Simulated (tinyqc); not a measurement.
From results back to parameters: exciton in an atomically thin sheet (Rytova-Keldysh potential). Three cases, with inputs chosen for the exercise.

Problem. The spacing of the 1s and 2s lines was computed from a hidden kap.

Relative motion in the plane with V(k) = -2 pi q/(k (kap + r0 k)), q = e^2/(4 pi eps0), c = hbar^2/2m0. Normalised Gaussians exp(-a_i r^2): with A = a_i + a_j, S_ij = 2 sqrt(a_i a_j)/A, T_ij = (4c/mu)(a_i a_j/A) S_ij, V_ij = -q S_ij times the integral over k from 0 to infinity of exp(-k^2/4A)/(kap + r0 k).

Converged values use 20 Gaussians with exponents 2^i/b^2, i = -11 to 8, b the larger of a0 kap/(2 mu) and sqrt(a0 r0/mu), a0 = 0.5291772 angstrom; p states use r exp(i theta) exp(-a r^2).

Constants: hbar^2/2m0 = 3.80998211 eV angstrom^2; e^2/(4 pi eps0) = 14.39964547 eV angstrom.

Case 1.

Values chosen (out of a larger set: near those of a WS2 monolayer; not measured data): r0 = 36.5 angstrom (screening length of the sheet).

mu = 0.17482 m0
2s - 1s = 131.34 meV

Case 2.

Values chosen (out of a larger set: near those of a WSe2 monolayer; not measured data): r0 = 43.2 angstrom (screening length of the sheet).

mu = 0.19204 m0
2s - 1s = 152.43 meV

Case 3.

Values chosen (out of a larger set: near those of a WSe2 monolayer; not measured data): r0 = 44.9 angstrom (screening length of the sheet).

mu = 0.19233 m0
2s - 1s = 267.59 meV

Find: kap; 1s binding.

Solution. The spacing falls steadily as kap grows, so bisection on kap finds one value; the binding follows from the same solution.

Case 1.

kap = 4.50
1s binding = 167 meV

Case 2.

kap = 3.50
1s binding = 206 meV

Case 3.

kap = 1.00
1s binding = 488 meV

Computed by tinyqc, one run a case: `OMP_NUM_THREADS=1 python tinyqc.py N N+1 out.jsonl` with N = 1280416, 1280657, 1280731; one thread of a shared Intel(R) Xeon(R) Processor @ 2.30GHz, about 0.05 s a run at most.
